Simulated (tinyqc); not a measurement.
Vacuum evaporation: vapour pressure, source flux, thickness distribution, purity and step coverage: one step, computed by the program tinyqc. Command: `OMP_NUM_THREADS=1 python tinyqc.py 3113953 3113954 out.jsonl evap walk`. One thread of a shared host (Intel(R) Xeon(R) Processor @ 2.30GHz), about 0.01 s of CPU time with the checks.

Molecular flow, unit sticking of the metal, no re-evaporation. The background gas is taken as water vapour (18.015 g/mol, collision diameter 0.37 nm) at 300 K.

Problem. Rate and uniformity on a fixed wafer above the source. A small source emits (n + 1) Phi area cos^n(phi)/(2 pi) per solid angle; on a parallel plane at height h and lateral distance l the arrival rate is (n + 1) Phi area/(2 pi h^2) x (1 + (l/h)^2)^(-(n + 3)/2). Growth rate = arrival rate x m/rho, m = M u. The wafer is fixed and centred above the source.

Inputs (values chosen for the exercise, modelled on aluminium, with constants for the liquid): molar mass M = 26.98 g/mol; film density rho = 2.7 g/cm^3; source temperature T = 1560 K; source area = 0.17 cm^2; directionality n = 4; source-to-wafer distance h = 32 cm; wafer radius R = 5 cm.

flux Phi = 4.575678e+18 1/(cm^2 s)

Constants: u = 1.6605390666e-27 kg.

Give: arrival rate at the centre; growth rate at the centre; edge over centre; non-uniformity (max - min)/(max + min); share of the material that lands on the wafer, 1 - (1 + (R/h)^2)^(-(n + 1)/2).

Solution.

arrival rate at the centre = 6.045e+14 1/(cm^2 s)

growth rate at the centre = 0.1003 nm/s

edge over centre = 0.9190

non-uniformity (max - min)/(max + min) = 4.219 %

share of the material that lands on the wafer, 1 - (1 + (R/h)^2)^(-(n + 1)/2) = 5.852 %
